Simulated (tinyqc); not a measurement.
Worked calculation: static screening by free carriers. Values are carried at full precision from step to step, so a last printed digit may differ when a step is redone from the rounded ones.

kF = (3 pi^2 n/Mv)^(1/3), EF = c kF^2/m with c = hbar^2/2m0, n in 1/angstrom^3 (1e-24 per 1/cm^3), e2 = e^2/(4 pi eps0). Thomas-Fermi: qTF^2 = 6 pi e2 n/(eps EF). Debye: qD^2 = 4 pi e2 n/(eps kB T).

Constants: hbar^2/2m0 = 3.80998211 eV angstrom^2; e^2/(4 pi eps0) = 14.39964547 eV angstrom; kB = 8.617333262e-05 eV/K; a0 (Bohr radius) = 0.5291772105 angstrom.

Inputs chosen for the exercise (a free-electron density near that of Ag; the results hold for these values, not for the real material):

| symbol | value | unit | meaning |
|---|---|---|---|
| n | 5.81e+22 | 1/cm^3 | carrier density |
| m | 1 | m0 | mass of one isotropic valley |
| Mv | 1 |  | valleys |
| eps | 1 |  | background dielectric constant |
| T | 300 | K |  |
| q | 2 | 1/angstrom | wave vector |

## Fermi and screening wave vectors

Also the effective Bohr radius aB = a0 eps/m and rs = (3/(4 pi n))^(1/3)/aB.

kF = 1.1982 1/angstrom
EF at 0 K = 5470 meV
EF/kT = 212
qTF = 1.6979 1/angstrom
qD = 20.166 1/angstrom
aB = 0.5292 angstrom
rs = 3.03

The gas is degenerate, so the Thomas-Fermi value applies. With rs above 1 exchange and correlation, left out here, are not small.

## Lindhard function at one q

Lindhard at zero temperature: eps(q)/eps = 1 + (qTF/q)^2 L(x), x = q/(2 kF), L(x) = 1/2 + ((1 - x^2)/(4x)) ln|(1 + x)/(1 - x)|.

Compare with Thomas-Fermi, 1 + (qTF/q)^2.

x = 0.8346
L(x) = 0.7187
eps(q)/eps, Lindhard = 1.518
eps(q)/eps, Thomas-Fermi = 1.721

The carriers respond with 72 % of their long-wave strength at this q.

## Checks

- L(x) at x = 0.7 against the integral over the Fermi sphere: both 0.81595.

Program tinyqc; command `OMP_NUM_THREADS=1 python tinyqc.py 1682608 1682609 out.jsonl`; about 0.01 s on one thread of a shared Intel(R) Xeon(R) Processor @ 2.30GHz.
